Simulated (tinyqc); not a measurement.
Changing the bath temperature T2: precursor delivery by bubblers, mass-transport growth and the solid composition of a III-V alloy. Computed by tinyqc, a small Python program. Command: `OMP_NUM_THREADS=1 python tinyqc.py 3024168 3024169 out.jsonl movpe_thermo sweep`. One thread of a shared host (Intel(R) Xeon(R) Processor @ 2.30GHz), about 0.01 s of CPU time with the checks.

1 sccm = 44.615 micromol/min; 1 torr = 133.322 Pa. The sources decompose fully at the surface.

Inputs (values chosen for the exercise, modelled on trimethylgallium (source 1) and trimethylindium (source 2) for the vapour pressures):
```
quantity,value,unit
bath temperature T1,268,K
bubbler pressure p_b,400,torr
carrier flow F1,8.8,sccm
carrier flow F2,390,sccm
total flow F_t,7.9,slm
group-V flow F_V,160,sccm
reactor pressure p,100,torr
growth temperature T,840,K
diffusivity at 273 K and 760 torr,0.42,cm^2/s
flow cross-section A,60,cm^2
distance from the leading edge z,10,cm
lattice constant a,5.59,angstrom
interaction L0 of the solid,9.35,kJ/mol
"log10 of p_B,eq over pure BC at 1000 K and 1 torr of group V (exaggerated: liquid indium has about -4.1)",-2,log10 torr
enthalpy of that equilibrium H,319,kJ/mol
```

Alloy: mixing on the group-III sites, with desorption of B.

constants a, b of source 1 (log10 torr, K): [8.042, 1703]

constants a, b of source 2 (log10 torr, K): [10.55, 3014]

Constants: k_B = 1.380649e-23 J/K; R = 8.314462618 J/(mol K).

Method:
- log10 p_v = a - b/T_bath; molar flow = F x 44.615 x p_v/(p_b - p_v) for a saturated bubbler.
- p_i = p n_i/(44615 F_t), F_t in slm; p_V = p F_V/(1000 F_t), counted per molecule supplied; V/III = 44.615 F_V/(n1 + n2); vapour fraction of source 2 = n2/(n1 + n2).
- Mean velocity u = (F_t/A)(760/p)(T/273); D = D0 (T/273)^1.75 (760/p); boundary layer delta = sqrt(pi D z/u); flux = D dp/(delta k_B T); growth rate = flux x a^3/4.
- A sticks fully. B desorbs: its surface pressure is p_B* = x gamma_B K/sqrt(p_V), ln gamma_B = L0 (1 - x)^2/(R T), K = 10^(log10 K at 1000 K) exp[-(H/R)(1/T - 1/1000)], p_V in torr. With equal diffusivities x = (p_2 - p_B*)/(p_1 + p_2 - p_B*). Growth rate = rate per torr x p_1/(1 - x).

One run for each value:
```
bath temperature T2 (K),vapour pressure 2 (torr),molar flow 2 (micromol/min),vapour fraction of source 2,solid fraction x
279,0.559,24.3,0.3090,0.3089
284,0.866,37.7,0.4094,0.4094
289,1.321,57.7,0.5144,0.5144
294,1.987,86.9,0.6149,0.6148
299,2.949,129.3,0.7037,0.7037
304,4.320,190.0,0.7773,0.7773
309,6.251,276.2,0.8354,0.8354
314,8.939,397.7,0.8796,0.8796
```

Describe the trends.

Over the rows, vapour pressure 2 (torr) rises from 0.559 to 8.94 (exponent d ln y / d ln x 25 between the first rows and 22 between the last); molar flow 2 (micromol/min) rises from 24.3 to 398 (exponent d ln y / d ln x 25 between the first rows and 23 between the last); vapour fraction of source 2 rises from 0.309 to 0.880 (exponent d ln y / d ln x 16 between the first rows and 3.2 between the last).

Caution (all rows): the boundary layer is a quarter or more of the root of the cross-section, so it fills much of the channel and depletion along the flow matters.

Extremes, crossings and ranges named in words are read from the listed rows.
